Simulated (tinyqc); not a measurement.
Changing the junction voltage V: current of a Schottky diode by thermionic-emission-diffusion theory, and its read-back from I-V-T and C-V data. Computed by tinyqc, a small Python program. Command: `OMP_NUM_THREADS=1 python tinyqc.py 3031609 3031610 out.jsonl schottky sweep`. One thread of a shared host (Intel(R) Xeon(R) Processor @ 2.30GHz), about 0.01 s of CPU time with the checks.

Full ionisation, no tunnelling, no recombination current. V is the voltage across the junction itself, forward positive.

Inputs (values chosen for the exercise, modelled on n-type GaAs):
```
quantity                                     value           unit
Richardson constant A*                           8   A/(cm^2 K^2)
effective density of states at 300 K, N_c  4.9e+17         1/cm^3
permittivity eps                              12.9              -
mobility mu                                   5700     cm^2/(V s)
barrier without image force phi_0            0.802             eV
doping N                                   1.1e+16         1/cm^3
series resistance R_s                         0.24  milliohm cm^2
temperature T                                  250              K
```

Barrier: uniform.

Constants: k_B = 8.617333262e-05 eV/K; e = 1.602176634e-19 C; eps_0 = 8.8541878128e-12 F/m.

Method:
- N_c(T) = N_c (T/300 K)^(3/2); V_bi = phi_0 - (k_B T/e) ln(N_c(T)/N); surface field F = sqrt(2 e N (V_bi - V - k_B T/e)/(eps eps_0)); image lowering d_phi = sqrt(e F/(4 pi eps eps_0)); effective barrier phi = phi_0 - d_phi.
- Collection velocity v_R = A* T^2/(e N_c(T)); diffusion velocity v_D = mu F; J = e N_c(T) v_R/(1 + v_R/v_D) exp(-phi/k_B T) [exp(e V/k_B T) - 1].
- Terminal voltage V + J R_s.
- Ideality n = (e/k_B T)/(d ln J/dV) by a central difference of +/- 1 mV; J_0 = J exp(-e V/(n k_B T)); apparent barrier phi_IV = k_B T ln(A* T^2/J_0); a C-V plot gives phi_CV = phi_0, the mean without lowering.

One run for each value:
```
junction voltage V (V)  current density J (A/cm^2)  ideality factor n  image lowering (meV)  terminal voltage (V)
0.15                                    9.3943e-08             1.0095                21.489               0.15000
0.22                                    2.3388e-06             1.0116                20.776               0.22000
0.29                                    5.7921e-05             1.0132                19.981               0.29000
0.43                                    3.4816e-02             1.0186                18.026               0.43001
0.50                                    8.3916e-01             1.0239                16.747               0.50020
```

Give the missing row, junction voltage V (V) = 0.36.

Computed row:
```
junction voltage V (V)  current density J (A/cm^2)  ideality factor n  image lowering (meV)  terminal voltage (V)
0.36                                    1.4260e-03             1.0154                19.079               0.36000
```

Interpolating between the two neighbouring rows (linearly) misses most in current density J (A/cm^2), by a factor of 12. Over the rows, current density J (A/cm^2) rises from 9.39e-8 to 0.839 (exponent d ln y / d ln x 8.4 between the first rows and 21 between the last); ideality factor n rises from 1.009 to 1.024 (exponent d ln y / d ln x 0.0055 between the first rows and 0.034 between the last); image lowering (meV) falls from 21.5 to 16.7 (exponent d ln y / d ln x -0.088 between the first rows and -0.49 between the last).  Left out: 0.570, 0.640 (the bias is too near flat band).
